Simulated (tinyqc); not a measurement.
Hot carriers by balance equations with a heated Maxwellian. Changing the lattice temperature T. Computed by tinyqc, a small Python program. Command: `OMP_NUM_THREADS=1 python tinyqc.py 3015459 3015460 out.jsonl hot sweep`. One thread of a shared host (Intel(R) Xeon(R) Processor @ 2.30GHz), about 0.03 s of CPU time with the checks.

The carriers follow a Maxwellian at an electron temperature T_e, slightly displaced; the drift energy is neglected against k_B T_e. The balance averages the rate, not the time, so mu_0 lies below the relaxation-time value.

Inputs (values chosen for the exercise, for a model non-polar semiconductor): effective mass m = 0.466 m_0; density rho = 2390 kg/m^3; sound velocity v_l = 9420 m/s; acoustic deformation potential D_A = 8.5 eV; phonon energy hbar w = 47.3 meV; optical or intervalley deformation potential D_o = 7.5 1e8 eV/cm; final valleys Z_f = 2; electric field F = 0.34 kV/cm; iteration cap = 300.

Band: parabolic. Solver: Newton.

Constants: k_B = 8.617333262e-05 eV/K; k_B = 1.380649e-23 J/K; e = 1.602176634e-19 C; hbar = 1.054571817e-34 J s; m_0 = 9.1093837015e-31 kg; hbar = 6.582119569e-16 eV s.

Method:
- Parabolic band: E = hbar^2 k^2/(2 m), speed v = hbar k/m, states per spin, volume and energy g(E) = m k/(2 pi^2 hbar^2). Masses are multiplied by m_0 and all formulas are in SI units.
- Phonon occupation N_q = 1/(exp(hbar w/(k_B T)) - 1).
- Acoustic deformation potential (elastic, equipartition, absorption and emission together): 1/tau = 2 pi k_B T D_A^2 g(E)/(hbar rho v_l^2).
- Optical or intervalley deformation potential: 1/tau = (pi Z_f D_o^2/(rho w)) [N_q g(E + hbar w) + (N_q + 1) g(E - hbar w)], with g = 0 below the band edge.
- Averages over the Maxwellian, <y> = int y x^(1/2) exp(-x) dx / int x^(1/2) exp(-x) dx with x = E/(k_B T_e), split at x_0 = hbar w/(k_B T_e): 64 Gauss-Legendre points in sqrt(x) below it and 128 in sqrt(x - x_0) above it, up to x = 32. Momentum balance: mu(T_e) = e/(m nu), nu = <x (sum of rates)>/<x>. Power lost per carrier: P(T_e) = hbar w <emission rate - absorption rate> + <(2 m v_l^2/(k_B T)) (E - 2 k_B T) acoustic rate>.
- Energy relaxation time at weak heating: tau_E = (3/2) k_B / (dP/dT_e), the derivative by a central difference of +/- 0.5 K at T_e = T.
- Newton: h(T_e) = P - e mu F^2, T_new = T_e - h/h', with h' by a central difference of +/- 0.5 K, limited to the range T to 3 T_e.
- Start at T_e = 1.5 T; stop when T_e moves by less than 1e-6 K or exceeds 1e6 K.
- v = mu(T_e) F; warm-carrier coefficient (mu/mu_0 - 1)/F^2.

One run for each value; columns: (1) lattice temperature T (K); (2) drift velocity (1e7 cm/s); (3) low-field mobility mu_0 (cm^2/(V s)); (4) electron temperature T_e (K); (5) energy relaxation time tau_E (ps):
```
(1)      (2)     (3)     (4)     (5)
80   0.19949  6910.3   92.01  3.1767
110  0.11121  3385.5  112.70  0.9590
140  0.06343  1882.2  140.86  0.5190
190  0.03128   921.7  190.26  0.3161
250  0.01752   515.6  250.11  0.2459
340  0.00975   286.8  340.06  0.2151
450  0.00597   175.6  450.03  0.2085
600  0.00371   109.2  600.02  0.2142
```

Over the rows, drift velocity (1e7 cm/s) falls from 0.199 to 0.00371 (exponent d ln y / d ln x -1.8 between the first rows and -1.7 between the last); low-field mobility mu_0 (cm^2/(V s)) falls from 6910 to 109 (exponent d ln y / d ln x -2.2 between the first rows and -1.7 between the last); electron temperature T_e (K) rises from 92.0 to 600 (exponent d ln y / d ln x 0.64 between the first rows and 1.00 between the last). mu_0 changes by a factor 63.3 over the table and the drift velocity at this field by 53.7.

Caution (rows 80.0, 110, 140, 190, 250, 340): the drift energy m v^2/2 is not small against the heating (3/2) k_B (T_e - T), so T_e - T is rough.
